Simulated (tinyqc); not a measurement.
# Ion implantation: universal nuclear stopping, Lindhard-Scharff electronic stopping and a Gaussian range profile, step by step

A worked calculation. Computed by tinyqc, a small Python program that keeps every step. Command: `OMP_NUM_THREADS=1 python tinyqc.py 3003402 3003403 out.jsonl implant walk`. One thread of a shared host (Intel(R) Xeon(R) Processor @ 2.30GHz), about 0.06 s of CPU time with the checks. Intermediate numbers are printed to about 6 digits and carried at full precision; extremes and crossings named in words are read from the listed rows.

An ion slows by elastic collisions with screened nuclei and by friction with electrons; channelling is ignored and the target is uniform.

Inputs (values chosen for the exercise, modelled on nitrogen ions in copper): ion atomic number Z1 = 7; ion mass M1 = 14 u; target atomic number Z2 = 29; target mass M2 = 63.55 u; target density N = 84.9 1/nm^3; ion energy E = 110 keV; scale factor of electronic stopping k = 1.2; dose Q = 2.7e+12 1/cm^2; background C_B = 1.7e+15 1/cm^3; displacement energy E_d = 30 eV; fraction allowed through the mask = 0.0001.

Follow-up: mask.

## Stopping at the entry energy

Reduced energy eps = 32.53 M2 E/(Z1 Z2 (M1 + M2)(Z1^0.23 + Z2^0.23)), E in keV; s_n = ln(1 + 1.1383 eps)/(2 (eps + 0.01321 eps^0.21226 + 0.19593 eps^0.5)) for eps up to 30 and ln(eps)/(2 eps) above; S_n = 8.462 Z1 Z2 M1 s_n/((M1 + M2)(Z1^0.23 + Z2^0.23)) in 1e-15 eV cm^2. S_e = k 3.83 Z1^(7/6) Z2/(Z1^(2/3) + Z2^(2/3))^(3/2) sqrt(E/M1) in 1e-15 eV cm^2, E in keV. dE/dx = N (S_n + S_e); 1e-15 eV cm^2 = 0.1 eV nm^2.

reduced energy eps = 3.86853

s_n = 0.197478

S_n = 16.4008 x 1e-15 eV cm^2

S_e = 76.3008 x 1e-15 eV cm^2

energy loss dE/dx = 787.037 eV/nm

Electronic stopping carries 82 % of the loss at entry.

## Range and straggle

Path length R = int_0^E dE'/(N (S_n + S_e)); energy lost to nuclei nu = int_0^E S_n/(S_n + S_e) dE' (both with E' = E y^3 and 64 Gauss-Legendre points in y). Estimates of Lindhard type: R_p = R/(1 + M2/(3 M1)), straggle dR_p = (2/3) R_p sqrt(M1 M2)/(M1 + M2).

path length R = 190.059 nm

projected range R_p = 75.6275 nm

straggle dR_p = 19.3923 nm

energy lost to nuclei nu = 36.4647 keV

33 % of the energy goes to nuclei over the whole path. Caution: the estimates of R_p and dR_p assume mainly nuclear stopping and an ion not much lighter than the target; here they are rough, and for light ions in heavy targets the straggle can be low by a factor of two or more.

## Gaussian profile

C(x) = C_p exp(-(x - R_p)^2/(2 dR_p^2)) with C_p = Q/(sqrt(2 pi) dR_p), 1 nm = 1e-7 cm; the profile falls to the background at x_j = R_p + dR_p sqrt(2 ln(C_p/C_B)); the peak atomic fraction is C_p/N.

peak concentration C_p = 5.55451e+17 1/cm^3

Depth x_j where C falls to C_B = 141.613 nm

peak atomic fraction = 6.54241e-06

## Damage

Kinchin-Pease count with efficiency 0.8: N_d = 0.8 nu/(2 E_d), taking all of nu as damage energy (an upper estimate, as recoils also lose energy to electrons). Spread over a depth R_p + dR_p, displacements per atom = Q N_d/(N (R_p + dR_p)).

displacements per ion N_d = 486.196

displacements per atom = 0.00162725

One displacement per atom would need a dose of 1.7e15 per cm^2 if no defects annealed.

## Mask thickness

For a mask that stops like the target, the fraction beyond d is (1/2) erfc((d - R_p)/(sqrt2 dR_p)); solve for d.

number of straggles beyond R_p = 3.71902

mask thickness d = 147.748 nm

Caution: real range profiles are skewed and have channelling tails, so a Gaussian is unreliable this far out.

## Nuclear against electronic stopping over energy

The formulas are those given above.

Stopping (1e-15 eV cm^2) and range:
```
E (keV)          eps      S_n      S_e   R (nm)      nu/E
1        3.51685e-02  20.7895    7.275    7.507  0.765770
2        7.03369e-02  24.6368   10.288   11.220  0.743949
5        1.75842e-01  28.3623   16.267   19.993  0.698204
10       3.51685e-01  29.2226   23.006   32.074  0.646611
20       7.03369e-01  27.7552   32.535   52.901  0.576378
50       1.75842e+00  22.4496   51.442  105.303  0.453418
100      3.51685e+00  17.1368   72.750  177.157  0.346284
200      7.03369e+00  12.0517  102.884  292.170  0.243182
500      1.75842e+01   6.8615  162.674  540.708  0.135516
```

Nuclear stopping peaks near 10 keV among these rows (eps = 0.35; the universal curve peaks near 0.3). Electronic stopping overtakes it between 10 and 20 keV. The path length grows as E^0.58 at the low end and E^0.67 at the high end; constant stopping would give E^1, and stopping that rises with E, be it nuclear (below its peak) or electronic, gives a lower exponent.

Checks made by the program: range against adaptive quadrature (relative difference 1e-06).
